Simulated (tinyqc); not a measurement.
Time-dependent dielectric breakdown: cell percolation, Weibull statistics, area scaling and voltage extrapolation: one step, computed by the program tinyqc. Command: `OMP_NUM_THREADS=1 python tinyqc.py 3002070 3002071 out.jsonl tddb walk`. One thread of a shared host (Intel(R) Xeon(R) Processor @ 2.30GHz), about 0.01 s of CPU time with the checks.

The oxide is divided into columns of area a^2, each holding m = t_ox/a cells (m is taken as continuous). A share lambda(t) = (t/t_1)^alpha of the cells is defective, and a column whose cells are all defective breaks down.

Task: Fitting the sample. W = ln(-ln(1 - F_i)) with the median ranks F_i. Least squares in W: W = beta ln t - beta ln t63. Maximum likelihood: solve sum t^b ln t/sum t^b - 1/b = mean of ln t for b, then t63 = (mean of t^b)^(1/b).

Weibull plot:
```
i,t (s),F_i,ln t,W
1,18530.7,0.0673077,9.82718,-2.663843
2,49598.4,0.1634615,10.81171,-1.723263
3,62157.9,0.2596154,11.03743,-1.202023
4,67540.1,0.3557692,11.12048,-0.821667
5,70630.6,0.4519231,11.16522,-0.508595
6,88487.1,0.5480769,11.39061,-0.230365
7,89020.6,0.6442308,11.39662,0.032925
8,92083.6,0.7403846,11.43045,0.299033
9,102502.6,0.8365385,11.53764,0.593977
10,122444.4,0.9326923,11.71541,0.992689
```

Give: slope by least squares; t63 by least squares; slope by maximum likelihood; t63 by maximum likelihood.

Result:

slope by least squares = 1.985

t63 by least squares = 89933 s

slope by maximum likelihood = 3.066

t63 by maximum likelihood = 85123 s

Caution: t_1 is an input here; in a real oxide it changes with thickness at fixed voltage.
